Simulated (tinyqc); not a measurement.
Solute along a frozen bar: binary melting diagram from solution models of liquid and solid. Computed by tinyqc, a small Python program. Command: `OMP_NUM_THREADS=1 python tinyqc.py 3024272 3024273 out.jsonl melt walk`. One thread of a shared host (Intel(R) Xeon(R) Processor @ 2.30GHz), about 0.01 s of CPU time with the checks.

x is the fraction of B. In a phase with interaction L: mu_A = G_A + R T ln(1 - x) + L x^2, mu_B = G_B + R T ln x + L (1 - x)^2. Melting: G(liquid) - G(solid) = H (1 - T/T_m) for each pure component.

Inputs (values chosen for the exercise, for a model alloy):
```
quantity                 value    unit
melting point T_A          985       K
melting point T_B         1220       K
heat of melting H_A       23.8  kJ/mol
heat of melting H_B       25.5  kJ/mol
liquid interaction L_L     2.4  kJ/mol
solid interaction L_S     0.46  kJ/mol
dilute content c0 of B   0.002       -
growth number V delta/D    1.3       -
```

Diagram: complete solid solution (lens).

Constants: R = 8.314462618 J/(mol K).

Method. At T_A, k0 = exp[(dG_B(T_A) + L_L - L_S)/(R T_A)]; van 't Hoff: m_L = -R T_A^2 (1 - k0)/H_A per unit fraction. Burton-Prim-Slichter: k_eff = k0/[k0 + (1 - k0) exp(-V delta/D)]. Freezing range of c0: |m_L| c0 |1 - k0|/k0. For the solid at frozen fraction f, relative to c0. Lever rule: k0/[1 - (1 - k0) f]. Scheil (no diffusion in the solid, mixed liquid): k (1 - f)^(k - 1), with k0 and with k_eff. One zone pass with a zone a tenth of the bar long: 1 - (1 - k0) exp(-10 k0 f).

partition coefficient k0 = 2.30860

effective coefficient k_eff = 1.18271

Ratio c_s/c0:
```
f    lever rule  Scheil, k0  Scheil, k_eff  one zone pass
0.0      2.3086      2.3086         1.1827         2.3086
0.1      2.0415      2.0113         1.1602         1.1301
0.3      1.6578      1.4476         1.1081         1.0013
0.5      1.3955      0.9320         1.0420         1.0000
0.7      1.2049      0.4776         0.9492         1.0000
0.8      1.1279      0.2810         0.8814         1.0000
0.9      1.0601      0.1134         0.7766         1.0000
```

All but the k_eff column start at k0 = 2.309. At f = 0.9 Scheil gives 0.113 against 1.06 for the lever rule, since the solid keeps what it took and the last liquid is poorer in B. Scheil passes c0 at f = 0.472. Last over first value: 0.0491 with k0 and 0.657 with k_eff, so faster growth gives the more even bar.
